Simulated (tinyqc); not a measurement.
# Zener tunnelling in a reverse-biased junction, two-band WKB: effects of single changes

Abrupt p-n junction, depletion approximation. Energies E are counted from the conduction-band edge of the neutral n side; its Fermi level lies at dn, that of the p side at dn - V, and the valence-band edge of the neutral p side at Em = dn + dp - V. Tunnelling needs 0 < E < Em. Two-band dispersion with equal masses m: inside the gap kappa = sqrt(m u (1 - u/Eg)/C), u the distance from a band edge, C = hbar^2/(2 m0).

Values chosen for this exercise; band and dielectric values close to those of gallium arsenide:
- T = 300 K (temperature)
- Eg = 1.41 eV (band gap)
- eps_r = 12.8 (relative permittivity)
- Nc = 4.42e17 cm^-3 (conduction-band density of states at 300 K)
- Nv = 9.12e18 cm^-3 (valence-band density of states at 300 K)
- m = 0.065 m0 (band-edge mass of the two-band model)
- Na = 1.6e19 cm^-3 (acceptor density)
- Nd = 9.5e17 cm^-3 (donor density)
- V = -1 V (bias of the p side)

Constants: q = 1.602176634e-19 C, kB = 1.380649e-23 J/K, hbar = 1.054571817e-34 J s, h = 6.62607015e-34 J s, m0 = 9.1093837015e-31 kg, Vt = kB T/q, eps0 = 8.8541878128e-14 F/cm where lengths are in cm, hbar^2/(2 m0) = 0.0380998212 eV nm^2. Results are converted to the units shown.

Each table varies one quantity; the others keep the values above.

## Effect of the band gap with the mass tied to it

The mass follows the gap, m = 0.065 Eg/1.41 eV, as in a two-band model with a fixed matrix element; Nc, Nv and eps_r are held. Nd = Nc F12(dn/Vt), Na = Nv F12(dp/Vt), F12(x) = (2/sqrt(pi)) int_0^infinity sqrt(u)/(1 + exp(u - x)) du; dn = EF - Ec on the n side, dp = Ev - EF on the p side (negative outside the bands); Vbi = Eg + dn + dp. W = sqrt(2 eps0 eps_r (Vbi - V)(1/Na + 1/Nd)/q), mean field F = (Vbi - V)/W, peak field 2 F. In a uniform field F the exponent is S = pi sqrt(m/C) Eg^1.5/(4 F). Transverse energy Et = C kt^2/m raises it to S (1 + 4 Et/Eg), so T = exp(-S) exp(-Et/Eb) with Eb = Eg/(4 S). KJ = (2 q^2/h) m/(4 pi C) (times 1e14 for A/cm^2 per eV^2). J = KJ exp(-S) Eb times the integral from 0 to Em of [f(E - dn) - f(E - dn + V)] [1 - exp(-min(E, Em - E)/Eb)] dE, f(x) = 1/(1 + exp(x/Vt)), with S and Eb from the mean field; J > 0 flows from p to n.

Effect of the band gap with the mass tied to it:

| Eg (eV) | Vbi (V) | mean field (MV/cm) | S | J (A/cm^2) | S at fixed m |
|---|---|---|---|---|---|
| 0.7 | 0.7691 | 0.3349 | 12.64 | -22.89 | 17.94 |
| 0.91 | 0.9791 | 0.3542 | 20.20 | -0.01267 | 25.14 |
| 1.11 | 1.179 | 0.3716 | 28.64 | -2.871e-6 | 32.28 |
| 1.31 | 1.379 | 0.3883 | 38.18 | -2.165e-10 | 39.61 |
| 1.51 | 1.579 | 0.4043 | 48.72 | -5.961e-15 | 47.08 |
| 1.71 | 1.779 | 0.4197 | 60.19 | -6.460e-20 | 54.66 |
| 1.91 | 1.979 | 0.4345 | 72.53 | -2.931e-25 | 62.32 |

Read the table: what changes, and by how much?

S rises from 12.6 to 72.5, as Eg^(1.74), against Eg^(1.24) at fixed m; at a fixed field the powers would be 2 and 1.5, and the field grows with Vbi. |J| falls from 22.9 to 2.93e-25 A/cm^2.

## Effect of the doping Nd

Same model as above.

Result of one run:

| Nd (cm^-3) | Vbi (V) | mean field (MV/cm) | S | J (A/cm^2) |
|---|---|---|---|---|
| 5.5e17 | 1.457 | 0.3039 | 56.52 | -1.823e-18 |

What becomes of these results when the donor density Nd is changed from 5.5e17 to 2.3e18 cm^-3, all else the same?

Result of the changed run:

| Nd (cm^-3) | Vbi (V) | mean field (MV/cm) | S | J (A/cm^2) |
|---|---|---|---|---|
| 2.3e18 | 1.527 | 0.5994 | 28.66 | -4.583e-6 |

The whole series:

| Nd (cm^-3) | Vbi (V) | mean field (MV/cm) | S | J (A/cm^2) |
|---|---|---|---|---|
| 2.7e17 | 1.433 | 0.2137 | 80.38 | -5.521e-29 |
| 3.8e17 | 1.444 | 0.2532 | 67.83 | -1.857e-23 |
| 5.5e17 | 1.457 | 0.3039 | 56.52 | -1.823e-18 |
| 7.9e17 | 1.471 | 0.3626 | 47.36 | -2.068e-14 |
| 1.1e18 | 1.486 | 0.4253 | 40.39 | -2.602e-11 |
| 1.6e18 | 1.505 | 0.5075 | 33.84 | -2.165e-8 |
| 2.3e18 | 1.527 | 0.5994 | 28.66 | -4.583e-6 |

The mean field rises from 0.214 to 0.599 MV/cm, as Nd^(0.48), S falls from 80.4 to 28.7, and |J| rises from 5.52e-29 to 4.58e-6 A/cm^2: 22.9 decades, of which exp(-S) accounts for 22.5.

Range of the model: Parabolic densities of states, no band tails and no gap narrowing, all of which matter at such doping.

Numbers from tinyqc (`OMP_NUM_THREADS=1 python tinyqc.py 2620020 2620021 out.jsonl`; about 0.01 s on one thread of a shared Intel Xeon 2.30GHz).
